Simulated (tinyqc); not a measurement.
Worked calculation: lattice vibrations of a chain. Computed by tinyqc, a small Python program that keeps every step. Command: `OMP_NUM_THREADS=1 python tinyqc.py 29334 29335 out.jsonl` (the two numbers bound the seeds that draw the settings). One thread of a shared host (Intel(R) Xeon(R) Processor @ 2.60GHz), about 0.01 s of CPU time with the checks.

## Dynamical matrix at q = 0.46

A chain moving along its axis:
```
atom  mass (u)  spring to the next atom (eV/angstrom^2)
1     80.60000                                 10.30000
2     31.30000                                 21.20000
3     52.50000                                 13.90000
```

q is in units of 2 pi/a. A spring k from atom i to atom j, n cells on, adds k to Phi_ii and Phi_jj, -k exp(2 pi i q n) to Phi_ij and the conjugate to Phi_ji (for one atom a cell: 2k (1 - cos 2 pi q n)); D_ij = Phi_ij / sqrt(m_i m_j).

D(q) (eV/(angstrom^2 u)):
```
                  1         2                 3
1           0.30025  -0.20507  0.20697+0.05314i
2          -0.20507   1.00639          -0.52298
3  0.20697-0.05314i  -0.52298           0.66857
```

## Frequencies

omega^2 are the eigenvalues; wavenumber = 521.4708 sqrt(eigenvalue) 1/cm.

eigenvalues: 0.18949  0.32625  1.45947

wavenumbers (1/cm): 227.0  297.9  630.0

weights |e|^2 of the mass-weighted modes:
```
         mode 1   mode 2   mode 3
atom 1  0.67857  0.26248  0.05895
atom 2  0.04262  0.35206  0.60533
atom 3  0.27882  0.38546  0.33573
```

## Dispersion and heat capacity

C/k_B per atom = mean over q = (j + 1/2)/80, j = 0..39 and all branches of y^2 e^y/(e^y - 1)^2, y = hc wavenumber / k_B T.

Wavenumbers (1/cm):
```
q         branch 1   branch 2   branch 3
0.00000    0.00000  399.38068  614.50578
0.06250   34.30866  396.83908  615.19424
0.12500   68.37318  389.39335  617.10632
0.18750  101.93077  377.52474  619.84472
0.25000  134.66760  361.90443  622.90618
0.31250  166.13849  343.34452  625.80734
0.37500  195.50488  322.98709  628.15561
0.43750  220.41197  303.40193  629.67303
0.50000  232.28837  293.28585  630.19665
```

Heat capacity:
```
T (K)  C/k_B per atom
20            0.05574
50            0.14338
100           0.30153
200           0.58100
300           0.74922
600           0.92133
1200          0.97902
```

zero-point energy per atom = 22.89360 meV
